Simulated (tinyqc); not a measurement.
# Concentration-dependent dopant diffusion with charged defects and the built-in field, step by step

A worked calculation. Computed by tinyqc, a small Python program that keeps every step. Command: `OMP_NUM_THREADS=1 python tinyqc.py 3022895 3022896 out.jsonl extrinsic walk`. One thread of a shared host (Intel(R) Xeon(R) Processor @ 2.30GHz), about 0.08 s of CPU time with the checks. Intermediate numbers are printed to about 7 digits and carried at full precision; extremes and crossings named in words are read from the listed rows.

A constant source C_s feeds a half space. The dopant moves through neutral point defects and through charged ones, whose number grows with the majority carrier density n.

Inputs (values chosen for the exercise, modelled on arsenic in silicon):
```
quantity                        value    unit
neutral prefactor D0x          0.0119  cm^2/s
neutral activation energy E0     3.44      eV
singly charged prefactor D01     26.8  cm^2/s
activation energy E1             4.16      eV
surface concentration C_s     3.1e+18  1/cm^3
junction level C_B            8.4e+15  1/cm^3
temperature T                    1100       C
time t                           6700       s
```

Field enhancement: on.

Constants: k_B = 8.617333262e-05 eV/K.

## Intrinsic density and partial diffusivities

n_i = 3.87e16 T^1.5 exp(-7014/T) per cm^3 (T in kelvin, an empirical form); each D = prefactor x exp(-E/(k_B T)); the intrinsic diffusivity D_i is their sum. Temperatures in kelvin are T(C) + 273.15.

n_i = 1.191043e+19 1/cm^3

partial diffusivities (cm^2/s): Dx 2.818066e-15, D1 1.445348e-14

intrinsic diffusivity D_i = 1.727154e-14 cm^2/s

## Diffusivity at the surface

n = C/2 + sqrt(C^2/4 + n_i^2); D(C) = h [Dx + D1 (n/n_i)], h = 1 + C/sqrt(C^2 + 4 n_i^2).

n/n_i = 1.138570

field factor h = 1.129050

surface diffusivity D_s = 2.176172e-14 cm^2/s

enhancement D_s/D_i = 1.259975

C_s is 0.260 times n_i: D_s stays within a factor 1.5 of D_i.

## Similarity solution

With y = x/sqrt(D_s t), u = C/C_s and q = -(D/D_s) du/dy: du/dy = -q D_s/D, dq/dy = -(y/2) q D_s/D, u(0) = 1. The surface flux q(0) is shot so that u tends to 0 (LSODA, an adaptive multistep solver, relative tolerance 1e-10). Dose Q = 2 q(0) C_s sqrt(D_s t). The junction lies where C = C_B.

surface flux q(0) = 0.5417304

dose Q = 4.055635e+13 1/cm^2

junction in units of sqrt(D_s t) = 3.855007

junction depth x_j = 465.4888 nm

For a constant D, q(0) = 1/sqrt(pi) = 0.5642; for D proportional to C it tends to 0.444, with the front at y = 1.616.

## Where the concentration falls to given levels

For comparison, erfc profiles with a constant D: x = 2 sqrt(D t) erfc^-1(C/C_s), with D = D_i and D = D_s.

Depth (nm):
```
C/C_s         D/D_s      full  erfc with D_i  erfc with D_s
8.00e-01  0.9561197   44.0921        38.5420        43.2628
5.00e-01  0.8927191  113.6954       102.6109       115.1793
2.00e-01  0.8322838  208.3735       194.9638       218.8442
1.00e-01  0.8128068  263.2614       250.2334       280.8835
3.00e-02  0.7993730  341.7555       330.1382       370.5756
1.00e-02  0.7955651  402.2688       391.8637       439.8616
1.00e-03  0.7938560  509.1732       500.5914       561.9070
1.00e-04  0.7936852  599.3021       591.8800       664.3772
```

The depth between C/C_s = 0.1 and 1e-4 spans 336 nm in the full profile, against 342 nm for D_i and 383 nm for D_s; the ratio of the depths at 1e-4 and at 0.5 is 5.27, against 5.77 for any erfc. The profile stays close to an erfc.

Checks made by the program: dose from the flux against the area under the profile (relative difference 2e-07).
